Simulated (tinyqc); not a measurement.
What the anneal budget does: two-dimensional dopant profile at a mask edge: lateral junction, overlap and effective channel length. Computed by tinyqc, a small Python program. Command: `OMP_NUM_THREADS=1 python tinyqc.py 3022566 3022567 out.jsonl lateral walk`. One thread of a shared host (Intel(R) Xeon(R) Processor @ 2.30GHz), about 0.02 s of CPU time with the checks.

Ions enter for y < 0; the mask (spacer, then gate) covers y > 0. x is the depth. The surface reflects dopant during the anneal.

Inputs (values chosen for the exercise, modelled on a source-drain extension in silicon):
```
quantity,value,unit
dose Q,3.9e+14,1/cm^2
projected range R_p,53,nm
vertical straggle,23,nm
lateral straggle,17,nm
anneal budget D t,6.6e-12,cm^2
channel doping C_B,2.3e+17,1/cm^3
gate length L_g,670,nm
offset spacer,39,nm
```

Method:
- Widths s_x^2 = (vertical straggle)^2 + 2 D t, s_y^2 = (lateral straggle)^2 + 2 D t. C(x, y) = V(x) (1/2) erfc(y/(sqrt2 s_y)), V(x) = Q/(sqrt(2 pi) s_x) [exp(-(x - R_p)^2/(2 s_x^2)) + exp(-(x + R_p)^2/(2 s_x^2))]; 1 nm = 1e-7 cm.
- The lateral junction at depth x solves C = C_B: y_j(x) = sqrt2 s_y erfc^-1(2 C_B/V(x)). Overlap under the gate = y_j(0) - spacer; metallurgical channel L_met = L_g - 2 overlap (tails from the two sides are not added).
- x_j solves V(x) = C_B. Budgets are multiples of the given D t (at 0 the mirror term is kept, which overstates V(0) as implanted); those with V(0) not above 2.5 C_B are left out.

Junctions (nm):
```
multiple,s_x,s_y,x_j,y_j(0),y_j/x_j,L_met
0.0,23.00,17.00,130.55,33.56,0.25707,680.88
0.1,25.71,20.52,138.83,44.05,0.31727,659.91
0.3,30.41,26.17,152.99,60.63,0.39631,626.74
1.0,43.00,40.11,189.77,99.00,0.52168,550.00
2.0,56.29,54.12,227.23,134.48,0.59182,479.04
4.0,76.22,74.63,281.44,182.71,0.64921,382.57
8.0,105.30,104.16,358.01,247.11,0.69025,253.77
16.0,147.14,146.32,465.28,332.14,0.71385,83.72
```

What does the comparison show, and why?

The ratio y_j/x_j goes from 0.26 to 0.71: as implanted, x_j includes R_p and y_j only the lateral straggle; after long diffusion both scale roughly with sqrt(D t) as long as V(0) stays far above C_B, and the ratio stays below 1 because the edge starts from half the concentration and an erfc falls faster than the Gaussian. L_met shrinks by 597.2 nm over the rows.
